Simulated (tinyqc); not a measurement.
Hopping conduction between localised states. From one set of inputs to another, one input at a time. Computed by tinyqc, a small Python program. Command: `OMP_NUM_THREADS=1 python tinyqc.py 3028912 3028913 out.jsonl hop ladder`. One thread of a shared host (Intel(R) Xeon(R) Processor @ 2.30GHz), about 0.01 s of CPU time with the checks.

Energies are counted from the Fermi level. A small network shows the mechanism; the laws of an infinite system follow.

The inputs printed are set A. Inputs not listed in the table keep their values of set A, so the rows need not describe a real material.

Inputs (values chosen for the exercise, for a model impurity band):
```
quantity                  value          unit
localisation length xi      4.9            nm
density of states g_0   3.2e+19   1/(eV cm^3)
permittivity eps             11             -
conductance scale G_0         1  microsiemens
temperature T                32             K
```

Dimension: 3D.

sites of the small network (nm, nm, meV):
```
       x      y  energy
1      0  14.11   -0.03
2   9.48   8.33   -4.09
3   12.3   0.64    4.17
4  24.35    9.8   -2.39
5  26.84  10.27     4.4
6  37.37   4.36    2.42
7  41.37   4.58    -1.3
8     51   4.05     0.5
```

Constants: k_B = 8.617333262e-05 eV/K; e^2/(4 pi eps_0) = 14.39964548 eV angstrom.

Method:
- Miller-Abrahams exponent s_ij = 2 r_ij/xi + (|E_i| + |E_j| + |E_i - E_j|)/(2 k_B T); G_ij = G_0 exp(-s_ij). The diagonal is set to 0 and not used.
- Site 1 is held at potential 1 and site 8 at 0; Kirchhoff's law sum_j G_ij (u_i - u_j) = 0 fixes the others; G = sum_j G_1j (1 - u_j). G_ij = G_0 exp(-s_ij).
- Mott: T_M = 21.2/(k_B g_0 xi^3), exponent (T_M/T)^(1/4), mean hop r = (3/8) xi times the exponent. Efros-Shklovskii: T_ES = 2.8 e^2/(4 pi eps eps_0 k_B xi), exponent (T_ES/T)^(1/2). Coulomb gap width g_0^(1/2) (e^2/(4 pi eps eps_0))^(3/2). The numerical coefficients come from percolation theory and are given.

Each row keeps all changes above it:
```
input moved                             from       to     T_M (K)  mean hop by the Mott formula (nm)  conductance G (microsiemens)
set A                                      -        -  6.5347e+04                             12.352                    5.0512e-04
permittivity eps                          11        4  6.5347e+04                             12.352                    5.0512e-04
temperature T (K)                         32       76  6.5347e+04                              9.950                    1.3094e-03
localisation length xi (nm)              4.9      2.4  5.5613e+05                              8.324                    3.0131e-06
density of states g_0 (1/(eV cm^3))  3.2e+19  3.1e+19  5.7407e+05                              8.390                    3.0131e-06
```

Which inputs carry the difference?

T_M goes from 65300 to 574000, a factor 8.79 in all. The largest single move comes from localisation length xi (a factor 8.51). Mean hop by the Mott formula goes from 12.4 to 8.39, a factor 0.679 in all. The largest single move comes from temperature T (a factor 0.806). Conductance G goes from 5.05e-4 to 3.01e-6, a factor 0.00597 in all. The largest single move comes from localisation length xi (a factor 0.00230), and temperature T works against it (a factor 2.59). The single moves hold for this order of the switches; the total does not depend on the order.

Extremes, crossings and ranges named in words are read from the listed rows.
